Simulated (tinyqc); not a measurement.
Inside a calculation. Method: bound state in one dimension: Numerov shooting, finite differences, DVR. Computed by tinyqc, a small Python program that keeps every step. Settings: points = 64. Command: `OMP_NUM_THREADS=1 python tinyqc.py 23424 23425 out.jsonl` (the two numbers bound the seeds that draw the settings). One thread of a shared host (Intel(R) Xeon(R) Processor @ 2.60GHz), about 0.01 s of CPU time with the checks.

## Numerov steps at E = 0.1

One particle of mass 1 in V = 1.59^2 x^2/2 + 0 x^4 (atomic units), psi = 0 at both ends:
```
parameter                 value
left end              -4.500000
right end              4.500000
intervals                    64
h                      0.140625
state sought (nodes)          2
```

k_i = 2 m (E - V_i); (1 + h^2 k_(i+1)/12) y_(i+1) = 2 (1 - 5 h^2 k_i/12) y_i - (1 + h^2 k_(i-1)/12) y_(i-1), from y_0 = 0, y_1 = 0.001.

Points along the way:
```
i           x          V           k            y
0   -4.500000  25.597013  -50.994025     0.000000
1   -4.359375  24.022196  -47.844393     0.001000
2   -4.218750  22.497374  -44.794749     0.003011
3   -4.078125  21.022546  -41.845093     0.007865
4   -3.937500  19.597713  -38.995425     0.019627
5   -3.796875  18.222873  -36.245746     0.047373
21  -1.546875   3.024647   -5.849294   968.507578
22  -1.406250   2.499708   -4.799417  1396.420081
23  -1.265625   2.024764   -3.849527  1956.525800
24  -1.125000   1.599813   -2.999627  2664.968218
25  -0.984375   1.224857   -2.249714  3530.647638
26  -0.843750   0.899895   -1.599790  4552.398178
```

## Bisection on the node count

With more sign changes than the state has nodes (the last point included) the energy is too high, else too low; the bracket starts as 0.1 to 12.

Trials:
```
trial           E  sign changes  y at the right end   next
1      6.05000000             4            4.83e+04  lower
2      3.07500000             2            1.52e+07  raise
3      4.56250000             3           -7.41e+05  lower
4      3.81875000             2            1.03e+06  raise
5      4.19062500             3           -6.75e+05  lower
6      4.00468750             3           -1.38e+05  lower
7      3.91171875             2            3.50e+05  raise
8      3.95820312             2            8.43e+04  raise
9      3.98144531             3           -3.20e+04  lower
10     3.96982422             2            2.49e+04  raise
11     3.97563477             3           -3.87e+03  lower
12     3.97272949             2            1.04e+04  raise
13     3.97418213             2            3.26e+03  raise
14     3.97490845             3           -3.09e+02  lower
...           ...           ...                 ...    ...
29     3.97484539             3           -6.20e-02  lower
30     3.97484538             3           -7.60e-03  lower
31     3.97484537             2            1.96e-02  raise
```

eigenvalue = 3.97484537 hartree

## The same grid by other methods

Three-point finite differences and the sine-DVR kinetic matrix of Colbert and Miller on the same points.

Lowest levels (hartree):
```
state  finite differences       DVR
0                0.793435  0.795000
1                2.377161  2.385000
2                3.954581  3.975000
3                5.525657  5.565000
4                7.090351  7.155000
```
